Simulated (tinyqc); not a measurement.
# AlGaN/GaN HEMT with access regions, lumped model, step by step

Program tinyqc, `OMP_NUM_THREADS=1 python tinyqc.py 2570059 2570060 out.jsonl`; Intel Xeon 2.30GHz, shared host, one thread, about 0.02 s. Printed values are rounded.

A polarisation-induced electron sheet under a Schottky gate, in series with two ungated access regions and contacts. Drift law v = mu E/(1 + mu E/vs) under the gate. Currents in mA/mm, resistances in ohm mm. No self-heating, no channel-length modulation; fits for polarisation, barrier and offset are chosen for the exercise.

Inputs (values chosen for the exercise); values close to those of AlGaN/GaN structures:
```
symbol  value        unit                                               meaning
x        0.31                                    aluminium share of the barrier
d          12          nm                                     barrier thickness
eps_r     9.4                      relative permittivity of barrier and channel
mu       1300  cm^2/(V s)                                      channel mobility
vs      1.2e7        cm/s                                   saturation velocity
Lg        0.5          um                                           gate length
Ls          2          um                                  source access length
Ld        1.5          um                                   drain access length
Rc       0.33      ohm mm                            resistance of each contact
ft          0              share of the drain-access electrons removed by traps
Vg        0.5           V                                          gate voltage
Vd        0.5           V                                         drain voltage
Ec        2.5       MV/cm                                        critical field
te        0.2          um          depth over which the depleted charge spreads
tf         50          nm                       insulator under the field plate
ei        3.9                           relative permittivity of that insulator
```

Constants: q = 1.602176634e-19 C, eps0 = 8.8541878128e-14 F/cm where lengths are in cm. Results are converted to the units shown.

## Polarisation charge, threshold and sheet resistance

sigma = (5e13 x + 1.6e13 x^2) cm^-2, phiB = 0.84 + 1.3 x, dEc = 0.7 (1.71 x + x^2) in volts, Cb = eps0 eps_r/d, VT = phiB - dEc - q sigma/Cb, access density n0 = -Cb VT/q. Rsh = 1/(q mu n0); largest access current q n0 vs.

sigma = 1.703760e13 cm^-2
Cb = 0.6935780 uF/cm^2
VT = -3.131053 V
n0 = 1.355425e13 cm^-2
Rsh = 354.2182 ohm
q n0 vs = 2605.956 mA/mm

## Iteration 1: drain current

I at the start = 190 mA/mm

Access resistance R(L, n) = L/(q mu n sqrt(1 - (I/(q n vs))^2)); Rs = Rc + R(Ls, n0), Rd = Rc + R(Ld, (1 - ft) n0). Vg' = Vg - I Rs, Vd' = Vd - I (Rs + Rd); with u = Vg' - VT, Vc = vs Lg/mu and w the smaller of Vd' and Vc [sqrt(1 + 2 u/Vc) - 1] (0 if negative), the channel gives (mu Cb/Lg)(u w - w^2/2)/(1 + w/Vc). I(new) = I + 0.1 (channel current - I).

Rs = 1.040327 ohm mm
Rd = 0.8627451 ohm mm
Vg' = 0.3023379 V
Vd' = 0.1384163 V
channel current = 645.9888 mA/mm
I after iteration 1 = 235.5989 mA/mm

## Iteration 2: drain current

As before.

Rs = 1.041349 ohm mm
Rd = 0.8635121 ohm mm
Vg' = 0.2546592 V
Vd' = 0.05121676 V
channel current = 279.3388 mA/mm
I after iteration 2 = 239.9729 mA/mm

## Course of the iteration: drain current

Stop when I changes by less than 1e-6 mA/mm, or after 60 iterations. I must stay below q (1 - ft) n0 vs.

Course of the iteration:
```
iteration  I (mA/mm)  |change| (mA/mm)
1           235.5989              45.6
2           239.9729              4.37
3           239.7254             0.247
4           239.7431            0.0177
5           239.7419           1.25e-3
6           239.7419           8.87e-5
7           239.7419           6.28e-6
8           239.7419           4.44e-7
```

Converged in 8 iterations. At the end each change is about 0.071 times the one before, with alternating sign: linear convergence. Of Vd, 8.66 % reaches the channel; the access current is 9.2 % of its limit.

## On-resistance and breakdown

sigma = (5e13 x + 1.6e13 x^2) cm^-2, phiB = 0.84 + 1.3 x, dEc = 0.7 (1.71 x + x^2) in volts, Cb = eps0 eps_r/d, VT = phiB - dEc - q sigma/Cb, access density n0 = -Cb VT/q. Ron = 2 Rc + Ls/(q mu n0) + Ld/(q mu (1 - ft) n0) + Lg/(mu Cb (Vg - VT)). Off state: a depleted stretch that holds the voltage V has the peak field sqrt(k V), k = 2 q n0/(eps0 eps_r te), so one edge holds V1 = Ec^2/k. The sheet under the plate pinches off at Vf = q n0 (1/Cb + tf/(eps0 ei)); beyond it the gate edge is screened. BV = V1 if Vf >= V1, else Vf + V1, and at most Ec Ld. Specific resistance Ron (Ls + Lg + Ld); figure of merit BV^2 over it.

Ron = 2.052485 ohm mm
Vf = 34.57539 V
V1 = 23.95360 V
BV = 23.95360 V
specific resistance = 0.08209938 mohm cm^2
figure of merit = 6.988785 MW/cm^2

The plate pinches off too late to screen the gate edge, so it adds nothing.
